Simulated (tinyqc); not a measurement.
Chemical vapour deposition: Grove model, boundary layer, depletion and step coverage: one step, computed by the program tinyqc.

A precursor diffuses to the surface and reacts there at first order; each molecule that reacts adds one formula unit of film.

Question. Gas-phase and surface constants. k_s = k0 exp(-E/(k_B T)); C_g = Y p/(k_B T), 1 torr = 133.322 Pa; D = D0 (T/273.15)^1.75 (760/p). Temperatures in kelvin are T(C) + 273.15. Mean speed c = sqrt(8 k_B T/(pi M)); reactive sticking probability beta = 4 k_s/c.

Inputs (values chosen for the exercise, close to those used for silicon dioxide from an alkoxysilane): prefactor k0 of k_s = 4.6e+09 cm/s; activation energy E = 1.96 eV; temperature T = 700 C; total pressure p = 1.8 torr; mole fraction of the precursor Y = 0.45; gas diffusivity D0 at 273.15 K and 760 torr = 0.53 cm^2/s; precursor mass M = 208 u.

Reactor: wafer stack, low pressure.

Constants: k_B = 1.380649e-23 J/K; u = 1.6605390666e-27 kg; k_B = 8.617333262e-05 eV/K.

Give: surface rate constant k_s; precursor density C_g; gas diffusivity D; mean speed c; sticking probability beta.

Answer.

surface rate constant k_s = 0.32528 cm/s

precursor density C_g = 8.0376e+15 1/cm^3

gas diffusivity D = 2067.4 cm^2/s

mean speed c = 31474 cm/s

sticking probability beta = 4.1340e-05
